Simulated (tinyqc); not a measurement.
## Octagonal on-chip spiral inductor, lumped pi model: effect of the line width

Outer diameter do = di + 2 n wd + 2 (n - 1) sp, mean da = (do + di)/2, fill p = (do - di)/(do + di), length l = 3.314 n da. L = 2.25 mu0 n^2 da/(1 + 3.55 p), mu0 = 4 pi 1e-7 H/m. Rs = rho l/(wd delta (1 - exp(-th/delta))), delta = sqrt(rho/(pi f mu0)). Cs = n wd^2 eps0 eo/hu across the coil. At each end Cox = l wd eps0 eo/(2 ho) leads to the substrate branch Rsi = 2 rs he/(l wd) in parallel with Csi = l wd eps0 11.7/(2 he). With one end grounded Y = 1/(Rs + i w L) + i w Cs + 1/[1/(i w Cox) + 1/(1/Rsi + i w Csi)], w = 2 pi f; Q = -Im Y/Re Y. Eddy currents in neighbouring turns and in the substrate are left out.

Peak Q and its frequency from a search over f; self-resonance where Im Y = 0; Q at the given f (negative beyond resonance).

Parameters, values chosen for the exercise; values of the order met in silicon radio-frequency processes: number of turns n = 4.5; space between turns sp = 3 um; inner diameter di = 80 um; metal thickness th = 2 um; metal resistivity rho = 2.2 uohm cm; oxide below the coil ho = 9.7 um; oxide between coil and underpass hu = 1.2 um; relative permittivity of the oxide eo = 3.9; substrate resistivity rs = 1 ohm cm; effective spreading depth in the substrate he = 30 um; frequency f = 4.1 GHz.

Constants: eps0 = 8.8541878128e-12 F/m. Results are converted to the units shown.

Effect of the line width:
```
wd (um)	L (nH)	do (um)	peak Q	f of the peak (GHz)	self-resonance (GHz)	Q at f
2	3.360	119.0	8.261	12.60	37.79	4.993
4	3.215	137.0	11.54	8.749	24.57	8.584
6	3.154	155.0	13.52	6.995	18.75	11.35
9	3.149	182.0	15.36	5.496	13.96	14.40
13	3.227	218.0	16.78	4.314	10.38	16.74
18	3.393	263.0	17.75	3.396	7.774	16.97
25	3.689	326.0	18.38	2.592	5.646	12.30
```

As wd goes from 2 to 25, L goes from 3.36 through a minimum of 3.15 (at wd = 9 among the rows listed) to 3.69 nH, the peak Q rises from 8.26 to 18.4, its frequency falls from 12.6 to 2.59 GHz and the self-resonance falls from 37.8 to 5.65 GHz.

Numbers from tinyqc (`OMP_NUM_THREADS=1 python tinyqc.py 2302179 2302180 out.jsonl`; about 0.01 s on one thread of a shared Intel Xeon 2.30GHz).
